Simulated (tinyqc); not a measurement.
MOSFET in the linear regime without short-channel effects, parameter extraction from computed curves: one step of the calculation.

Inversion charge Q = Cox n Vt W0(exp((Vg - VT)/(n Vt))), W0 the Lambert function and n = nf; u = Q/Cox; mobility mu = mu0/(1 + th1 u + th2 u^2); channel resistance Rch = (L - dL)/(W mu Q); Id = Vd/(Rch + Rsd/W). Cox = eps0 eox/tox. Small Vd, no channel-length or drain effects.

Task. Threshold and mobility at the peak transconductance. gm_i = (Id_(i+1) - Id_(i-1))/(Vg_(i+1) - Vg_(i-1)); at the point j of largest gm the tangent meets the axis at V_ext = Vg_j - Id_j/gm_j; field-effect mobility gm_j L/(W Cox Vd) with the drawn L.

Values chosen for this exercise; channel values of the order met in silicon transistors: relative permittivity of the gate insulator (close to silicon dioxide) eox = 3.9; insulator thickness tox = 5.3 nm; low-field mobility mu0 = 300 cm^2/(V s); threshold voltage VT = 0.68 V; gate width W = 1 um; drawn gate length L = 0.88 um; drawn less effective length dL = 0.005 um; drain voltage Vd = 0.02 V.

Constants: eps0 = 8.8541878128e-14 F/cm where lengths are in cm. Results are converted to the units shown.

| point | Vg (V) | Id (uA) |
|---|---|---|
| 0 | 0.52 | 1.2049097e-9 |
| 1 | 0.6 | 7.0450187e-6 |
| 2 | 0.68 | 0.023300312 |
| 3 | 0.76 | 0.26896774 |
| 4 | 0.84 | 0.55965508 |
| 5 | 0.92 | 0.83724068 |
| 6 | 1 | 1.0949115 |
| 7 | 1.08 | 1.3317409 |
| 8 | 1.16 | 1.5482982 |
| 9 | 1.24 | 1.7456562 |

Give: gm; j; V_ext; field-effect mobility.

Result.

| point | gm (uS) |
|---|---|
| 1 | 0.14563 |
| 2 | 1.6810 |
| 3 | 3.3522 |
| 4 | 3.5517 |
| 5 | 3.3454 |
| 6 | 3.0906 |
| 7 | 2.8337 |
| 8 | 2.5870 |

j = 4
V_ext = 0.68243 V
field-effect mobility = 239.86 cm^2/(V s)

V_ext is 2.4 mV above the model VT, and the mobility so found is 21 % below mu0 L/(L - dL) = 302 cm^2/(V s), the value for the drawn L; attenuation, series resistance and the slow approach of Q to a straight line all lower the peak gm.

tinyqc, about 0.01 s, one thread, Intel Xeon 2.30GHz (shared host): `OMP_NUM_THREADS=1 python tinyqc.py 2210114 2210115 out.jsonl`
